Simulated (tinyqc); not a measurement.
What each parameter does: WKB tunnelling through a gate dielectric with a two-band (Franz) dispersion.

At depth x the conduction edge lies u(x) = phi - V x/t above the electron. Parabolic: kappa = sqrt(m u/c). Franz: kappa = sqrt(m u (1 - u/Eg)/c), which vanishes at both band edges. c = hbar^2/2m0. T = exp(-2 integral of kappa dx) over the region u > 0; no image force, no prefactor, zero transverse momentum. The region ends at x_e = min(t, phi t/V); x_e < t is the Fowler-Nordheim regime.

Constants: hbar^2/2m0 = 3.80998211 eV angstrom^2.

Parameters, chosen for this exercise (of the size used for HfO2 on silicon; not measured data): Eg = 5.85 eV (gap of the dielectric); phi = 1.44 eV (barrier above the electron energy at the emitter); m = 0.22 m0 (mass at the conduction edge); t = 32 angstrom (thickness); V = 0.4 V (voltage across the layer).

Exponents 2 I in closed form. Each row changes one parameter from the base and keeps the others.

Results:

| case | 2 I parabolic | 2 I Franz | log10 T Franz |
|---|---|---|---|
| base | 17.107 | 15.176 | -6.591 |
| Eg = 6.435 eV | 17.107 | 15.361 | -6.671 |
| phi = 1.584 eV | 18.077 | 15.784 | -6.855 |
| m = 0.242 m0 | 17.942 | 15.917 | -6.912 |
| t = 28.8 angstrom | 15.396 | 13.658 | -5.932 |
| V = 0.36 V | 17.248 | 15.270 | -6.632 |

The largest shifts from the base row, up to three for each result and ties (the steps differ in size, so this ranks the rows, not the parameters). 2 I parabolic: t -1.711, phi +0.970, m +0.835; unchanged at the printed digits by Eg. 2 I Franz: t -1.518, m +0.741, phi +0.609. log10 T Franz: t +0.659, m -0.322, phi -0.264. The exponent is linear in t and goes as sqrt(m); Eg enters the two-band form alone.

tinyqc: `OMP_NUM_THREADS=1 python tinyqc.py 1451958 1451959 out.jsonl`; about 0.01 s, one thread, shared Intel(R) Xeon(R) Processor @ 2.30GHz.
